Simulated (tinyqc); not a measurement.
Bandgap voltage reference from two bipolar transistors: two steps of the calculation.

Two transistors of area 1 and N carry the same current I. Is(T) = Is (T/T0)^eta exp[(Vg0 q/kB)(1/T0 - 1/T)], VBE1 = Vt ln(I/Is(T)) + I rb, VBE2 = Vt ln(I/(N Is(T))) + I rb/N. The amplifier forces I R1(T) = VBE1 - VBE2 + Vos, with R(T) = R (1 + tc (T - T0)) for both resistors, and the output is Vref = VBE1 + I R2(T). Base currents and the Early effect are neglected.

Parameters, values chosen for the exercise; values of the order met in silicon bipolar transistors: reference temperature T0 = 298 K; band-gap voltage extrapolated to 0 K Vg0 = 1.204 V; temperature exponent of the saturation current eta = 3.1; saturation current of the unit transistor at T0 Is = 6e-17 A; area ratio of the second transistor N = 8; resistor across which the difference of VBE falls, at T0 R1 = 4.3 kohm; temperature coefficient of both resistors tc = 0 ppm/K; offset of the amplifier Vos = 0 mV; series resistance of the unit transistor rb = 0 ohm; output resistor at T0 R2 = 48.36 kohm.

Constants: q = 1.602176634e-19 C, kB = 1.380649e-23 J/K. Results are converted to the units shown.

Task 1. Operating point at the reference temperature. Vt = kB T/q; I = (Vt ln N + Vos)/(R1(T) - rb (1 - 1/N)). Evaluate at T = T0.

Give: Vt; I; Is(T); VBE1; I R2; Vref.

Result 1.

Vt = 0.025680 V
I = 12.418 uA
Is(T) = 6.0000e-17 A
VBE1 = 0.66911 V
I R2 = 0.60056 V
Vref = 1.2697 V

Task 2. Resistor for zero slope at T0, ideal case. With tc = 0, Vos = 0 and rb = 0 the current is proportional to T, dVBE/dT = (VBE - Vg0 - (eta - 1) Vt)/T, and Vref has zero slope at T0 when Vref = Vg0 + (eta - 1) Vt0. Find VBE1, its slope, that Vref, R2/R1 and the curvature d2Vref/dT2 = -(eta - 1) kB/(q T0).

Give: VBE1; dVBE/dT; Vref; R2/R1; curvature.

Result 2.

VBE1 = 0.66911 V
dVBE/dT = -1.9759 mV/K
Vref = 1.2579 V
R2/R1 = 11.027
curvature = -0.60726 uV/K^2

Numbers from tinyqc (`OMP_NUM_THREADS=1 python tinyqc.py 2062067 2062068 out.jsonl`; about 0.02 s on one thread of a shared Intel Xeon 2.30GHz).
